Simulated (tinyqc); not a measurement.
Deep-level transient spectroscopy: the DLTS spectrum.

Schottky contact on an n-type layer with shallow donors Nd (all ionised) and a donor-like deep trap, neutral when filled and positive when empty; depletion approximation. Traps within lam of the depletion edge stay filled. A long pulse to Vp fills the traps beyond x1 = Wp - lam; back at Vr those between x1 and x2 = Wr - lam emit. A rate window reads S = C(t2) - C(t1).

Emission rate en = sn vth(T) Nc(T) exp(-Et/kB T) = sn g T^2 exp(-Et/kB T), g = vth Nc/(300 K)^2, as vth goes as T^0.5 and Nc as T^1.5 (degeneracy factor 1). lam = sqrt(2 eps0 eps_r (EF - ET)/(q Nd)), EF - ET = Et - (kB T/q) ln(Nc(T)/Nd), Nc(T) = Nc (T/300 K)^1.5. In the steady state at the band bending V, 2 eps0 eps_r V/q = Nd W^2 + Nt (W - lam)^2 (the second term only if W > lam). W(t)^2 = Wr^2 + (Nt/Nd)(x2^2 - x1^2) exp(-en t), C = eps0 eps_r/W; for small Nt, dC/C = -(Nt/2 Nd) G exp(-en t) with G = (x2^2 - x1^2)/Wr^2. For an exponential transient S peaks where en = ew = ln(t2/t1)/(t2 - t1).

Values chosen for this exercise; material values close to those of silicon:
- eps_r = 11.7 (relative permittivity)
- Nc = 2.75e19 cm^-3 (conduction-band density of states at 300 K)
- vth = 2.3e7 cm/s (thermal velocity at 300 K)
- Nd = 2.7e15 cm^-3 (shallow donor density)
- Vbi = 0.58 V (built-in voltage)
- Et = 0.39 eV (depth of the trap below the conduction edge)
- sn = 4e-15 cm^2 (capture cross-section)
- Nt = 3.5e13 cm^-3 (trap density)
- Vr = 5.4 V (reverse bias)
- Vp = 0.7 V (reverse bias during the filling pulse)
- t1 = 0.5 ms (first sampling time)
- t2 = 2.5 ms (second sampling time)

Constants: q = 1.602176634e-19 C, kB = 1.380649e-23 J/K, eps0 = 8.8541878128e-14 F/cm where lengths are in cm. Results are converted to the units shown.

Result of one run:
```
T (K)	en (1/s)	S (pF/cm^2)
179	9.420	0.4105
```

What becomes of these results when the temperature of the transient T is changed from 179 to 242 K, all else the same?

Result of the changed run:
```
T (K)	en (1/s)	S (pF/cm^2)
242	1.243e4	0.04662
```

The whole series:
```
T (K)	en (1/s)	S (pF/cm^2)
179	9.420	0.4105
186	26.34	1.125
193	68.55	2.763
200	167.3	5.872
207	385.1	10.02
214	841.5	12.18
221	1754	9.258
228	3500	4.008
235	6716	0.8081
242	1.243e4	0.04662
249	2.227e4	3.431e-4
256	3.869e4	9.375e-8
```

S goes from 0.410 through a maximum of 12.2 (at T = 214 K among the rows listed) to 9.38e-8 pF/cm^2; en equals ew = 805 1/s at 213.6 K. Colder, the trap has hardly emitted by t2; warmer, it is empty before t1. Rows above half of the largest S span 207 to 221 K.

Computed by the program tinyqc: `OMP_NUM_THREADS=1 python tinyqc.py 2050028 2050029 out.jsonl`, one thread of a shared Intel Xeon 2.30GHz, about 0.01 s for the whole run.
